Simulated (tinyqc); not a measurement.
## One-dimensional ballistic tunnel FET, two-band WKB: effect of the screening length

A p-type source for x < 0 with its Fermi level at 0 and its valence edge at ds; in the channel the bands fall as D exp(-x/lam) towards their flat values, with the conduction edge at Ec = ds - dP and D = dP + Eg. The gate moves dP one to one. The drain Fermi level lies at -Vd and the drain side reflects nothing. For w = E - Ec between 0 and dP an electron crosses the gap. Two-band dispersion with equal masses m: inside the gap kappa = sqrt(m u (1 - u/Eg)/C), u the distance from a band edge, C = hbar^2/(2 m0).

S(w) = 2 lam int_0^Eg kappa(u) du/(w + Eg - u) = 2 pi lam sqrt(m/(C Eg)) [w + Eg/2 - sqrt(w (w + Eg))], T(w) = exp(-S). I = g (2 q^2/h) int_0^dP T(w) [f(E) - f(E + Vd)] dw, E = ds - dP + w, f(x) = 1/(1 + exp(x/Vt)). Swing = d(dP)/d(log10 I).

Values chosen for this exercise; band and dielectric values close to those of indium phosphide: temperature T = 77 K; band gap Eg = 1.35 eV; band-edge mass of the two-band model m = 0.086 m0; source valence edge above the source Fermi level ds = 0.04 eV; drain bias Vd = 0.2 V; number of degenerate subbands (spin apart) g = 2; tunnelling window Ev(source) - Ec(channel) dP = 0.36 eV.

Constants: q = 1.602176634e-19 C, kB = 1.380649e-23 J/K, hbar = 1.054571817e-34 J s, h = 6.62607015e-34 J s, m0 = 9.1093837015e-31 kg, Vt = kB T/q, hbar^2/(2 m0) = 0.0380998212 eV nm^2. Results are converted to the units shown.

Effect of the screening length:
```
lam (nm),T(w = dP),I (uA),swing (mV/decade)
1,0.1308,2.552,545.0
1.7,0.03148,0.4609,334.9
2.4,0.007578,0.08547,246.6
3.1,0.001824,0.01621,197.5
3.9,3.583e-4,0.002483,162.3
4.6,8.626e-5,4.893e-4,141.0
5.3,2.077e-5,9.774e-5,124.9
6,4.999e-6,1.975e-5,112.3
```

I falls from 2.55 to 1.97e-5 uA, on average 1.02 decades a nanometre; S is proportional to lam, and at w = dP it gives 0.884. The swing falls from 545 to 112 mV/decade.

Program tinyqc, `OMP_NUM_THREADS=1 python tinyqc.py 2620063 2620064 out.jsonl`; Intel Xeon 2.30GHz, shared host, one thread, about 0.01 s.
